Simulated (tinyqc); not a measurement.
Thresholds of impact ionisation and Auger recombination from band masses: sweeps and comparisons. A value that a table varies takes the place of the one given here.

Parabolic bands, no phonon. At threshold the three slow carriers share one velocity. With M their total mass and m4 the mass of the fast carrier, the fast carrier has the kinetic energy E_T = G M/(M - m4) and the slow ones together E_a = G m4/(M - m4), the activation energy of the Auger rate. CCCH (fast electron): G = Eg, M = 2 me + mh, m4 = me. CHHS (hole into the split-off band): G = Eg - Dso, M = 2 mh + me, m4 = ms; this form holds for Eg > Dso (below, the process needs about Dso - Eg and is marked by a dash). CHHL (hole into the light band): G = Eg, M = 2 mh + me, m4 = ml. CHHH (fast heavy hole): G = Eg, M = 2 mh + me, m4 = mh.

Non-parabolic fast electron: E (1 + alpha E) = c k^2/me with alpha = (1 - me)^2/Eg; the slow carriers stay parabolic, so E_T = Eg + me E_T (1 + alpha E_T)/M, M = 2 me + mh (the root between Eg and 1.9 Eg).

Constants: kB = 8.617333262e-05 eV/K; hc = 1239.841984 eV nm.

Values chosen for the exercise (near those of GaSb, gap at low temperature and not tied to T; not measured data): Eg = 0.795 eV (gap at Gamma to the s-like level); Dso = 0.766 eV (spin-orbit splitting); me = 0.0392 m0 (electron mass at Gamma); mh = 0.35 m0 (heavy-hole mass); ms = 0.129 m0 (split-off mass); ml = 0.044 m0 (light-hole mass); T = 400 K (temperature).

## The gap of an alloy series

Eg is varied with me and ml proportional to it; mh, ms and Dso are kept. E_a of three processes; wavelength hc/Eg.

Results:
```
Eg (eV)  wavelength (micrometre)      me  CCCH (meV)  CCCH non-parabolic (meV)  CHHS (meV)  CHHL (meV)  log10 exp(-E_a/kT), non-parabolic
0.238                       5.21  0.0117         7.7                      16.3           -         4.5                              -0.21
0.398                       3.12  0.0196        21.1                      46.5           -        12.6                              -0.59
0.596                       2.08  0.0294        46.2                     106.6           -        28.2                              -1.34
0.795                       1.56  0.0392        80.1                     194.6         6.1        50.3                              -2.45
0.994                       1.25  0.0490       122.1                     313.0        47.4        78.8                              -3.94
1.272                       0.97  0.0627       193.3                     536.6       103.0       129.3                              -6.76
1.590                       0.78  0.0784       291.0                     894.3       163.7       202.7                             -11.27
```

What can be read from the table?

E_a of CCCH goes nearly as Eg^2 (power 1.91 over the table), as both G and me grow; the non-parabolic value goes with the power 2.11, and its Boltzmann factor spans 11.1 decades; rows with E_a far above kT are formal, since phonon-assisted processes and side valleys rule there. CHHS is resonant at Eg = Dso = 0.766 eV, with no activation, and is the easiest process near there; it has the lowest E_a of the parabolic values for Eg = 0.795, 0.994, 1.272 and 1.59 eV.

## The mass ratio

mu = me/mh is varied; thresholds in units of Eg for ionisation started by an electron, (1 + 2 mu)/(1 + mu), and by a heavy hole, (2 + mu)/(1 + mu).

Results:
```
mu     electron (Eg)  hole (Eg)  electron (eV)  hole (eV)
0.022         1.0215     1.9785          0.812      1.573
0.112         1.1007     1.8993          0.875      1.510
0.170         1.1453     1.8547          0.911      1.474
1.000         1.5000     1.5000          1.192      1.192
1.300         1.5652     1.4348          1.244      1.141
```

What can be read from the table?

The two thresholds add up to 3 Eg in every row and are equal, 3/2 Eg, at mu = 1. The lighter carrier has the lower threshold; in the first row the two differ by 0.761 eV, which would favour one carrier in avalanche multiplication. Real ionisation rates depend on the whole band structure and can be nearly equal although the edge masses differ.

## What each parameter does

Activation energies. Each row changes one parameter from the base and keeps the others.

Results:
```
case             CCCH (meV)  CCCH non-parabolic (meV)  CHHL (meV)
base                  80.07                    194.61       50.32
Eg = 0.8745 eV        88.08                    214.07       55.35
Dso = 0.6894 eV       80.07                    194.61       50.32
me = 0.0353 m0        72.84                    173.42       50.60
mh = 0.385 m0         73.47                    174.28       45.71
ms = 0.1419 m0        80.07                    194.61       50.32
ml = 0.0396 m0        80.07                    194.61       45.00
```

What can be read from the table?

The largest shifts from the base row, up to three for each result and ties (the steps differ in size, so this ranks the rows, not the parameters). CCCH (meV): Eg +8.01, me -7.24, mh -6.61; unchanged at the printed digits by Dso, ms and ml. CCCH non-parabolic (meV): me -21.19, mh -20.33, Eg +19.46; unchanged at the printed digits by Dso, ms and ml. CHHL (meV): ml -5.32, Eg +5.03, mh -4.60; unchanged at the printed digits by Dso and ms.

tinyqc: `OMP_NUM_THREADS=1 python tinyqc.py 1850745 1850746 out.jsonl`; about 0.01 s, one thread, shared Intel(R) Xeon(R) Processor @ 2.30GHz.
